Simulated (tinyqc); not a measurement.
Worked calculation: temperature and isotope dependence of a band gap in oscillator models. Values are carried at full precision from step to step, so a last printed digit may differ when a step is redone from the rounded ones.

E(T) = E0 - sum_i sl_i th_i n_i(T), n = 1/(exp(th/T) - 1). The same coupling lowers the gap at 0 K by the zero-point term ZP = sum_i sl_i th_i/2, so the gap of the static lattice is E0 + ZP. Thermal expansion is taken as part of the slopes.

Inputs chosen for the exercise (near those of SiC; the results hold for these values, not for the real material):
- E0 = 3.29 eV (gap at 0 K)
- th = (303, 975) K (temperatures of two oscillators)
- sl = (0.1726, 0.3504) meV/K (their high-temperature slopes)
- T = 200 K (temperature)
- M = 20.06 u (mean atomic mass)
- dM = 1.39 u (change of the mean mass (not bounded by the natural isotopes))
- T12 = (700, 1750) K (temperatures of the fits)

## The gap at T

Give the occupations, the two terms, the gap, ZP and the static gap.

n_i: 0.28174  0.00769

terms (meV): 14.734  2.629

E(T) = 3.2726 eV
ZP = 196.97 meV
static gap = 3.4870 eV

The thermal fall, 17.4 meV, is smaller than the zero-point term, 197.0 meV; the soft oscillator supplies 85 % of the fall but 13 % of ZP. A calculation with clamped ions should be compared with the static gap.

## Slope and asymptote

dE/dT = -sum sl_i (th_i/T)^2 n_i (1 + n_i). At high T, n -> T/th - 1/2, so E -> E0 + ZP - (sum sl_i) T. Give the slope, its ratio to the limit, and the value at 0 K of the tangent drawn at T.

dE/dT = -0.2076 meV/K
ratio to the limiting slope = 0.3970
intercept of the tangent = 3.3142 eV
intercept - E0 = 24.16 meV

The tangent recovers 12 % of ZP: the extrapolation works only from T well above the higher oscillator (975 K).

## Isotope effect

With M -> M + dM the oscillator temperatures scale as M^(-1/2) and the slopes stay. Give th, ZP, E0 (static gap fixed) and E(T) for the new mass, and the linear rule dE0 = ZP dM/(2 M).

th (K): 293.02  942.88

ZP = 190.480 meV
shift of E0 = 6.489 meV
linear rule = 6.824 meV
shift of E(T) = 5.666 meV

The heavier crystal has the wider gap. At 200 K 87 % of the shift at 0 K is left; it fades at high T, where the motion is classical and the mean-square amplitude no longer depends on mass.

## Two common fits

Two-parameter forms are made to pass through the falls at the two temperatures T12: Varshni aV T^2/(T + bV), from the line T^2/fall = (T + bV)/aV; one oscillator s1 t1/(exp(t1/T) - 1), with t1 from the ratio of the falls.

Give the falls and the parameters.

falls (meV): 209.4406  734.8157

aV = 0.5744 meV/K
bV = 644 K
t1 = 708.0 K
s1 = 0.5175 meV/K
ZP of the one-oscillator fit = 183.2 meV

The limiting slope of the model is 0.5230 meV/K; Varshni puts it +10 % off and one oscillator -1 %. The ZP of the fit differs from the true one by -13.8 meV.

## Checks

- Slope by finite differences against the formula (meV/K): both 0.20762.
- Fall at 20 times the higher oscillator temperature against the asymptote (meV): 10003 against 10002.

Computed by tinyqc, a small Python program: `OMP_NUM_THREADS=1 python tinyqc.py 1880618 1880619 out.jsonl` (the numbers bound the seed that draws the inputs); one thread of a shared host (Intel(R) Xeon(R) Processor @ 2.30GHz), about 0.01 s for the whole set of steps.
